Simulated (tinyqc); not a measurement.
Inside a calculation. Method: tight binding, dimerised chain. One step of it, computed by the program tinyqc.

Problem. Open chain of 5 cells. The same hoppings without the wrap-around bond.

H of the open chain (eV), lower triangle:
```
            1          2          3          4          5          6          7          8
1    0.000000
2   -1.730000   0.000000
3    0.000000  -0.880000   0.000000
4    0.000000   0.000000  -1.730000   0.000000
5    0.000000   0.000000   0.000000  -0.880000   0.000000
6    0.000000   0.000000   0.000000   0.000000  -1.730000   0.000000
7    0.000000   0.000000   0.000000   0.000000   0.000000  -0.880000   0.000000
8    0.000000   0.000000   0.000000   0.000000   0.000000   0.000000  -1.730000   0.000000
9    0.000000   0.000000   0.000000   0.000000   0.000000   0.000000   0.000000  -0.880000
10   0.000000   0.000000   0.000000   0.000000   0.000000   0.000000   0.000000   0.000000

            9        10
9    0.000000
10  -1.730000  0.000000
```

Give: levels; weights of the highest filled level on the sites.

Solution.

levels (eV): -2.5211  -2.2652  -1.8764  -1.4204  -1.0181  1.0181  1.4204  1.8764  2.2652  2.5211

weights of the highest filled level on the sites: 0.0860  0.0298  0.1420  0.0958  0.1464  0.1464  0.0958  0.1420  0.0298  0.0860

The bulk gap runs from -0.8500 to 0.8500 eV; no level of this chain lies inside it.
